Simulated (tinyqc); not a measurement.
From results back to parameters: cylindrical quantum wire. Three cases, with inputs chosen for the exercise.

Problem. For a hard-walled cylinder E = c (x/R)^2/mw, c = hbar^2/2m0, with x = 2.404826 for (1,0) and 3.831706 for (1,1). The spacing of these subbands was computed from a hidden radius.

Constants: hbar^2/2m0 = 3.80998211 eV angstrom^2.

Find: R; E(1,0).

Method. R = sqrt(c (3.831706^2 - 2.404826^2)/(mw x spacing)).

Case 1.

Values chosen (out of a larger set: near those of a GaAs wire in AlGaAs; not measured data): mw = 0.0689 m0 (mass inside).

spacing = 49.208 meV

Solution.

R = 100.0 angstrom
E(1,0) = 0.0320 eV

Case 2.

Values chosen (out of a larger set: near those of a non-polar GaN wire in AlN; not measured data): mw = 0.203 m0 (mass inside).

spacing = 577.909 meV

Solution.

R = 17.0 angstrom
E(1,0) = 0.3756 eV

Case 3.

Values chosen (out of a larger set: near those of an InGaAs wire in InAlAs; not measured data): mw = 0.042 m0 (mass inside).

spacing = 231.900 meV

Solution.

R = 59.0 angstrom
E(1,0) = 0.1507 eV

Computed by tinyqc, one run a case: `OMP_NUM_THREADS=1 python tinyqc.py N N+1 out.jsonl` with N = 1280634, 1280728, 1280765; one thread of a shared Intel(R) Xeon(R) Processor @ 2.30GHz, about 0.04 s a run at most.
